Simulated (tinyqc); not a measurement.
Where the wafer is too thin: surface photovoltage measurement of the minority-carrier diffusion length in a wafer. Computed by tinyqc, a small Python program. Command: `OMP_NUM_THREADS=1 python tinyqc.py 3130422 3130423 out.jsonl spv walk`. One thread of a shared host (Intel(R) Xeon(R) Processor @ 2.30GHz), about 0.01 s of CPU time with the checks.

Low injection, steady light, a depletion layer much thinner than 1/alpha and L. The excess density dn is taken at the front edge of the neutral region; light that reaches the back is lost.

Inputs (values chosen for the exercise, modelled on p-type silicon at room temperature):
```
quantity                            value        unit
wafer thickness W                     525  micrometre
diffusivity D                        25.2      cm^2/s
front recombination velocity S_f     6100        cm/s
back recombination velocity S_b       210        cm/s
photon flux entering              8.1e+12  1/(cm^2 s)
```

Method:
- alpha = (84.732/lambda - 76.417)^2 per cm with lambda in micrometre (an empirical fit for silicon between 0.7 and 1.05 micrometre).
- Thick wafer: dn = Phi L/((S_f + D/L)(L + 1/alpha)). Finite wafer, with s = S_b L/D, w = W/L, a = alpha L: dn = [Phi a/(a^2 - 1)] [a - B - exp(-alpha W)(a - s)/(cosh w + s sinh w)]/(S_f + B D/L), B = (sinh w + s cosh w)/(cosh w + s sinh w).
- Readings y = (Phi/dn) (1 + noise x g) at 780, 830, 880, 920, 950, 975 and 995 nm; a least-squares line y = c (1/alpha + L_app) gives L_app = intercept/slope.
- No noise; L is varied at fixed W, and the last two columns set S_b to 0 and to 1e7 cm/s.

Apparent length (micrometre):
```
L          W/L  given S_b  S_b = 0  S_b = 1e7
26.2    20.038       26.2     26.2      26.20
52.5    10.000       52.5     52.5      52.50
105.0    5.000      105.1    105.1     104.82
158.0    3.323      159.5    160.0     155.54
262.0    2.004      276.1    285.5     236.61
420.0    1.250      470.7    544.4     307.87
682.0    0.770      757.3   1138.2     355.29
1100.0   0.477     1034.9   2285.1     378.32
2100.0   0.250     1259.5   4582.0     390.02
```

What follows from these numbers?

With a fast back surface L_app levels off, at 390 micrometre in the last row; with a passive one it reaches up to 2.18 times L among these rows and is 4580 in the last. All three columns are within 5 % of L down to W/L = 3.3.

Extremes, crossings and ranges named in words are read from the listed rows.
